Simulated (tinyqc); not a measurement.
What each parameter does: temperature and isotope dependence of a band gap in oscillator models.

E(T) = E0 - sum_i sl_i th_i n_i(T), n = 1/(exp(th/T) - 1). The same coupling lowers the gap at 0 K by the zero-point term ZP = sum_i sl_i th_i/2, so the gap of the static lattice is E0 + ZP. Thermal expansion is taken as part of the slopes.

Parameters, chosen for this exercise (near those of InAs; shifted at random, so the results belong to these values and not to a real crystal):
- E0 = 0.416 eV (gap at 0 K)
- th = (46, 167) K (temperatures of two oscillators)
- sl = (0.0873, 0.2037) meV/K (their high-temperature slopes)
- T = 300 K (temperature)

Gap at T, slope -sum sl_i (th_i/T)^2 n_i (1 + n_i) and ZP.

One parameter was then changed.

Results before and after:
```
case     E(T) (eV)  dE/dT (meV/K)  ZP (meV)
base        0.3461        -0.2856     19.02
changed     0.3488        -0.2834     22.38
```

Which of these changes was made? (a) E0 = 0.426 eV; (b) sl = (0.1135, 0.2037) meV/K; (c) T = 340 K; (d) th = (46, 200) K.

Answer: (d) th = (46, 200) K. Of the candidates, run in turn, only this one gives the changed row.

All candidates:
```
case                         E(T) (eV)  dE/dT (meV/K)  ZP (meV)
base                            0.3461        -0.2856     19.02
T = 340 K                       0.3346        -0.2868     19.02
E0 = 0.426 eV                   0.3561        -0.2856     19.02
th = (46, 200) K                0.3488        -0.2834     22.38
sl = (0.1135, 0.2037) meV/K     0.3388        -0.3118     19.62
```

Run: tinyqc, `OMP_NUM_THREADS=1 python tinyqc.py 1850178 1850179 out.jsonl`; Intel(R) Xeon(R) Processor @ 2.30GHz, one thread, shared host; about 0.01 s of CPU time with all checks.
